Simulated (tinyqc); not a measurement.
Optical transitions of a finite quantum well: sweeps and comparisons. A value that a table varies takes the place of the one given here.

Each carrier sees a square well of width L with its own depth V and masses m (inside), mb (outside); c = hbar^2/2m0, k = sqrt(m E/c), kappa = sqrt(mb (V - E)/c), and level n solves k L + 2 atan[(k/m)/(kappa/mb)] = n pi. The envelope is cos(kz) for odd n and sin(kz) for even n inside, joins exp(-kappa (|z| - L/2)) outside, and is normalised to 1. Excitons and band mixing are left out.

Constants: hbar^2/2m0 = 3.80998211 eV angstrom^2; e^2/(4 pi eps0) = 14.39964547 eV angstrom; hc = 1239.841984 eV nm.

Parameters, chosen for this exercise (near those of an InGaAs well in InAlAs; not measured data): L = 99 angstrom (well width); Vc = 0.499 eV (conduction offset); me = 0.0415 m0 (electron, well); meb = 0.0752 m0 (electron, barrier); eps = 11.2 (background dielectric constant); Nss = (0.1, 0.25, 0.5, 1, 1.5, 2, 3) x 1e12/cm^2 (sheet densities); Eg = 0.814 eV (gap of the well); Vv = 0.194 eV (valence offset); mh = 0.393 m0 (heavy hole along z, well); mhb = 0.426 m0 (heavy hole, barrier); ml = 0.0526 m0 (light hole along z, well); mlb = 0.0942 m0 (light hole, barrier); Ls = (25, 34, 47, 61, 68, 94, 136) angstrom (widths).

## Depolarisation shift

The collective line lies at E12 sqrt(1 + a), a = 8 pi q (n1 - n2) S/(eps E12), q = e^2/(4 pi eps0), S = integral over z of (integral up to z of psi_1 psi_2)^2. Zero temperature with the mass me in both subbands: n1 - n2 = Ns until Ns reaches D E12, D = me/(2 pi c), and D E12 beyond. 1e12/cm^2 = 1e-4/angstrom^2; exchange and the static band bending by the charge are left out.

Line position:

| Ns (1e12/cm^2) | n1 - n2 | a | line (meV) | shift (meV) |
|---|---|---|---|---|
| 0.10 | 0.100 | 0.0162 | 151.35 | 1.21 |
| 0.25 | 0.250 | 0.0406 | 153.16 | 3.02 |
| 0.50 | 0.500 | 0.0812 | 156.11 | 5.98 |
| 1.0 | 1.000 | 0.1624 | 161.87 | 11.73 |
| 1.5 | 1.500 | 0.2435 | 167.43 | 17.29 |
| 2.0 | 2.000 | 0.3247 | 172.81 | 22.67 |
| 3.0 | 2.603 | 0.4226 | 179.07 | 28.94 |

S = 7.544 angstrom
E12 = 150.14 meV

The upward shift grows from 1.21 to 28.94 meV, 19.3 % of E12 at most. It stops moving once e2 starts to fill, at Ns = 2.60 e12/cm^2. For small a the shift is a E12/2, linear in Ns; in the last row that rule gives 31.72 meV. S/L = 0.0762, against 5/(9 pi^2) = 0.0563 for hard walls.

## Width of the well

Edge wavelength hc/(Eg + e1 + hh1), squared e1-hh1 overlap, lh1 - hh1, and the 1-2 intersubband energy with f_12 = (m1/c) E12 z_12^2, 1/m1 = <1|1/m|1> (dash: e2 unbound).

Results:

| L (angstrom) | edge (nm) | overlap^2 | lh1 - hh1 (meV) | E12 (meV) | f_12 |
|---|---|---|---|---|---|
| 25 | 1108.9 | 0.9355 | 64.7 | - | - |
| 34 | 1192.2 | 0.9474 | 59.9 | - | - |
| 47 | 1276.9 | 0.9588 | 50.0 | 351.0 | 0.715 |
| 61 | 1337.5 | 0.9671 | 40.6 | 284.2 | 0.967 |
| 68 | 1359.9 | 0.9703 | 36.7 | 250.5 | 0.976 |
| 94 | 1416.1 | 0.9790 | 25.9 | 161.9 | 0.972 |
| 136 | 1460.8 | 0.9868 | 16.2 | 92.2 | 0.965 |

The edge tunes from 1109 to 1461 nm, towards hc/Eg = 1523 nm, while the overlap goes from 0.935 to 0.987. e2 binds at L = pi sqrt(c/(me Vc)) = 42.6 angstrom; f_12 starts from zero there and is 0.715 at 47 angstrom, the rest going to the continuum; among the widths listed it peaks at 0.976 (68 angstrom) and is 0.965 in the widest well, against 0.961 for hard walls.

## What each parameter does

Edge wavelength hc/(Eg + e1 + hh1), squared overlap of e1 and hh1, and the confinement energies. Each row changes one parameter from the base and keeps the others.

Results:

| case | edge (nm) | overlap^2 | e1 (meV) | hh1 (meV) |
|---|---|---|---|---|
| base | 1423.5 | 0.9802 | 49.6 | 7.4 |
| L = 109 angstrom | 1436.3 | 0.9824 | 43.0 | 6.2 |
| Eg = 0.83 eV | 1397.8 | 0.9802 | 49.6 | 7.4 |
| Vc = 0.424 eV | 1427.0 | 0.9747 | 47.4 | 7.4 |
| Vv = 0.155 eV | 1423.9 | 0.9846 | 49.6 | 7.2 |
| me = 0.0457 m0 | 1427.4 | 0.9841 | 47.2 | 7.4 |
| mh = 0.452 m0 | 1424.7 | 0.9761 | 49.6 | 6.6 |
| meb = 0.0902 m0 | 1427.0 | 0.9782 | 47.4 | 7.4 |

The largest shifts from the base row, up to three for each result and ties (the steps differ in size, so this ranks the rows, not the parameters). edge (nm): Eg -25.7, L +12.8, me +3.9. overlap^2: Vc -0.0055, Vv +0.0043, mh -0.0042; unchanged at the printed digits by Eg. e1 (meV): L -6.6, me -2.4, meb -2.2, Vc -2.2; unchanged at the printed digits by Eg, Vv and mh. hh1 (meV): L -1.1, mh -0.7, Vv -0.2; unchanged at the printed digits by Eg, Vc, me and meb.

tinyqc: `OMP_NUM_THREADS=1 python tinyqc.py 1251170 1251171 out.jsonl`; about 0.3 s, one thread, shared Intel(R) Xeon(R) Processor @ 2.30GHz.
